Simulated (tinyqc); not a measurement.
# Electron continuity equation in a given potential, Scharfetter-Gummel discretisation, step by step

tinyqc, about 0.01 s, one thread, Intel Xeon 2.30GHz (shared host): `OMP_NUM_THREADS=1 python tinyqc.py 2220027 2220028 out.jsonl` Printed values are rounded.

Steady state in one dimension: J = q mu n E + q D dn/dx with E = -dpsi/dx and D = mu Vt, dJ/dx = 0, fixed densities nL and nR at the ends. The potential is given, psi = U x/L, and is not changed by the electrons.

Values chosen for this exercise; mobility close to that of silicon at room temperature:
```
symbol,value,unit,meaning
T,350,K,temperature
mu,1340,cm^2/(V s),electron mobility
L,2.3,um,length of the region
nL,3.6e15,cm^-3,density at x = 0
nR,0,cm^-3,density at x = L
U,-0.18,V,potential difference psi(L) - psi(0)
```

Constants: q = 1.602176634e-19 C, kB = 1.380649e-23 J/K, Vt = kB T/q. Results are converted to the units shown.

## Potential on the mesh

9 equal intervals, h = L/9; psi = U x/L.

psi, node 0 to 9 (V): 0.000000  -0.020000  -0.040000  -0.060000  -0.080000  -0.100000  -0.120000  -0.140000  -0.160000  -0.180000

## Bernoulli factors

d_i = (psi_(i+1) - psi_i)/Vt; B(d) = d/(exp(d) - 1), B(0) = 1. The flux on interval i is J_i = (q D/h) [n_(i+1) B(d_i) - n_i B(-d_i)].

```
interval	d_i	B(d_i)	B(-d_i)
0	-0.663115	1.36794	0.704820
1	-0.663115	1.36794	0.704820
2	-0.663115	1.36794	0.704820
3	-0.663115	1.36794	0.704820
4	-0.663115	1.36794	0.704820
5	-0.663115	1.36794	0.704820
6	-0.663115	1.36794	0.704820
7	-0.663115	1.36794	0.704820
8	-0.663115	1.36794	0.704820
```

The largest |d_i| is 0.663, below 2, so central differences would also keep densities positive.

## Tridiagonal system for the inner nodes

Row i (1 to 8): B(-d_(i-1)) n_(i-1) + b_i n_i + B(d_i) n_(i+1) = f_i with b_i = -B(-d_i) - B(d_(i-1)) and f_i = 0; the known end values are moved to the right: f_1 loses B(-d_0) nL and f_8 loses B(d_8) nR. h = L/9, D = mu Vt.

```
node	diagonal b	right side f (cm^-3)
1	-2.07276	-2.53735e15
2	-2.07276	0
3	-2.07276	0
4	-2.07276	0
5	-2.07276	0
6	-2.07276	0
7	-2.07276	0
8	-2.07276	0
```

## Densities and current

B(d_i) and B(-d_i) are the Bernoulli factors of the potential steps, b and f the diagonal and right side. Solve B(-d_(i-1)) n_(i-1) + b_i n_i + B(d_i) n_(i+1) = f_i (end values already in f), then J_i = (q D/h) [n_(i+1) B(d_i) - n_i B(-d_i)], h = L/9, D = mu Vt.

n, node 0 to 9 (cm^-3): 3.6e15  1.85040e15  9.48929e14  4.84452e14  2.45133e14  1.21826e14  5.82922e13  2.55570e13  8.69041e12  0
J, interval 0 to 8 (A/cm^2): -1.55199  -1.55199  -1.55199  -1.55199  -1.55199  -1.55199  -1.55199  -1.55199  -1.55199

Without sources J is the same on every interval. A mesh 200 times finer gives the same densities: for a potential that is linear on each interval and no sources the scheme is exact.

## Three discretisations compared

9 equal intervals. Fluxes J_i = (q D/h)(n_(i+1) P_i - n_i Q_i), d_i = (psi_(i+1) - psi_i)/Vt: Scharfetter-Gummel P = B(d), Q = B(-d), B(d) = d/(exp(d) - 1); central P = 1 - d/2, Q = 1 + d/2; upwind P = 1 + max(-d, 0), Q = 1 + max(d, 0). Balance at each inner node: J_i - J_(i-1) = 0. The reference is Scharfetter-Gummel on 1800 intervals.

Densities (cm^-3):
```
node	Scharfetter-Gummel	central	upwind	reference
0	3.600e15	3.600e15	3.600e15	3.600e15
1	1.850e15	1.804e15	2.150e15	1.850e15
2	9.489e14	9.018e14	1.278e15	9.489e14
3	4.845e14	4.490e14	7.533e14	4.845e14
4	2.451e14	2.218e14	4.381e14	2.451e14
5	1.218e14	1.077e14	2.485e14	1.218e14
6	5.829e13	5.043e13	1.345e14	5.829e13
7	2.556e13	2.168e13	6.599e13	2.556e13
8	8.690e12	7.245e12	2.478e13	8.690e12
9	0	0	0	0
```

Largest errors as a share of the largest reference density listed: Scharfetter-Gummel under 1e-7 %, central 1.3 %, upwind 9.1 %. The largest |d| is 0.663. Upwinding stays positive but acts as if D were larger by the factor 1 + |d|/2, up to 1.33 here.
